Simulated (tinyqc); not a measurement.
Inside a calculation. Model: elastic strain and critical thickness of a cubic alloy layer A(1-x)B(x) on a thick substrate. Computed by tinyqc, a small Python program that keeps every step. Command: `OMP_NUM_THREADS=1 python tinyqc.py 3012560 3012561 out.jsonl misfit walk`. One thread of a shared host (Intel(R) Xeon(R) Processor @ 2.30GHz), about 0.01 s of CPU time with the checks. Intermediate numbers are printed to about 7 digits and carried at full precision; extremes and crossings named in words are read from the listed rows.

Strain is positive in tension. The layer is coherent with the substrate unless said otherwise.

Inputs (values chosen for the exercise, modelled on Ga(1-x)In(x)As on InP):
```
quantity                           value      unit
fraction x of B                     0.88         -
lattice constant a_A               5.653  angstrom
lattice constant a_B               6.058  angstrom
substrate lattice constant a_S     5.869  angstrom
layer thickness h                     15        nm
X-ray wavelength                1.540593  angstrom
start of the iteration h0/b          0.2         -
```

Growth plane: (001). Layer: uncapped. Misfit dislocation: 60-degree.

C11, C12, C44 of A (GPa): 118.5  53.95  60.17

C11, C12, C44 of B (GPa): 81.73  45.84  39.82

## Alloy by Vegard's rule, and misfit

a = (1 - x) a_A + x a_B, the same rule for each C_ij; misfit f = (a_S - a)/a, the in-plane strain of the coherent layer.

free lattice constant a = 6.0094 angstrom

elastic constants (GPa): C11 86.1424, C12 46.8132, C44 42.2620

misfit f = -0.02336340

The layer is compressed in the plane by 2.34 %.

## Biaxial strain, stress and energy

(001): D = 2 C12/C11, M = C11 + C12 - 2 C12^2/C11. The free surface carries no normal stress, so e_perp = -D f; dV/V = 2 f + e_perp; stress = M f; energy per area = M f^2 h (1 GPa nm = 1 J/m^2).

ratio D = 1.086879

normal strain e_perp = 0.02539320

volume strain dV/V = -0.02133360

biaxial modulus M = 82.07530 GPa

in-plane stress = -1.917558 GPa

strain energy per area = 0.6720100 J/m^2

Caution: above about 2 % misfit, linear elasticity is rough and compressed layers tend to form islands before dislocations.

## Symmetric X-ray reflection

Reflection 004: d = a_perp/sqrt(16), with a_perp = a (1 + e_perp) for the coherent layer, a for the relaxed layer and a_S for the substrate; sin(theta) = lambda/(2 d).

Bragg angles:
```
crystal         a_perp (angstrom)  theta (degrees)  from substrate (arcsec)
substrate                5.869000         31.66780                    0.000
coherent layer           6.161998         30.00201                -5996.835
relaxed layer            6.009400         30.84569                -2959.568
```

peak separation of the coherent layer = -5996.835 arcsec

The coherent layer lies 2.03 times as far from the substrate peak as a relaxed one, about 1 + D = 2.09: reading its peak as relaxed would overstate the mismatch by that factor.

## Isotropic constants and the prefactor A

Voigt averages: G = (C11 - C12 + 3 C44)/5, B = (C11 + 2 C12)/3, nu = (3 B - 2 G)/(2 (3 B + G)); b = a/sqrt(2). The 60-degree dislocation has cos alpha = 1/2, and cos lambda = 1/2 on (001). Matthews-Blakeslee: h_c = A [ln(h_c/b) + 1], A = b (1 - nu cos^2 alpha)/(8 pi |f| (1 + nu) cos lambda), the factor 8 pi being that of an uncapped layer.

shear modulus G = 33.22304 GPa

Poisson ratio nu = 0.2660260

Burgers vector b = 0.4249287 nm

prefactor A = 1.067183 nm

## Critical thickness by fixed-point iteration

Start at h0, put the right side back in, and stop when the change is below 1e-9 h or h turns negative.

Iteration:
```
step   h in (nm)  h out (nm)  change (nm)
1     0.08498575  -0.6503818   -0.7353676
```

critical thickness h_c (Matthews-Blakeslee) = -0.6503818 nm

The start lies below the lower, unphysical root of the equation, so h falls and turns negative, where the logarithm fails.

Reruns converge with start of the iteration h0/b = 20.0; or with start of the iteration h0/b = 1.0.

Checks made by the program: D and M against the full stiffness tensor (relative difference below 1e-10).
